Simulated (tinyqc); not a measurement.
A ladder of methods, and size consistency: correlation methods against full CI in the 6-31g basis, for H4, spin multiplicity 1. Computed by the program tinyqc with PySCF. All electrons correlated; +Q is the Davidson correction (1 - c0^2) E_corr. The last columns treat two copies 100 angstrom apart as one system. FCI is the lowest singlet.

Geometry (angstrom):

| atom | x | y | z |
|---|---|---|---|
| H | 0.0000 | 0.0000 | 0.0000 |
| H | 0.0000 | 0.0000 | 1.0090 |
| H | 0.0000 | 0.0000 | 1.9090 |
| H | 0.0000 | 0.0000 | 2.9170 |

RHF energy of one = -2.145870 hartree

Correlation energies (hartree):

| method | E_corr of one | share of FCI (%) | E_corr of two at 100 angstrom | two minus twice one (mhartree) |
|---|---|---|---|---|
| MP2 | -0.044477 | 66.0225 | -0.088954 | 0.0000 |
| CISD | -0.065786 | 97.6528 | -0.124441 | 7.1301 |
| CISD+Q | -0.069855 | 103.6940 | -0.136999 | 2.7118 |
| CCSD | -0.066940 | 99.3658 | -0.133879 | 0.0000 |
| CCSD(T) | -0.067327 | 99.9402 | -0.134653 | 0.0000 |
| FCI | -0.067367 | 100.0000 | - | - |

What does the comparison show, and why?

MP2 recovers 66 %, CISD 97.7 % and CCSD 99.4 % of the FCI value (c0^2 = 0.938 in CISD). MP2 and coupled cluster are size consistent, so their last column vanishes; CISD loses 7.13 mhartree, since a double excitation on each copy is a quadruple of the pair, and the Davidson correction leaves +2.71.
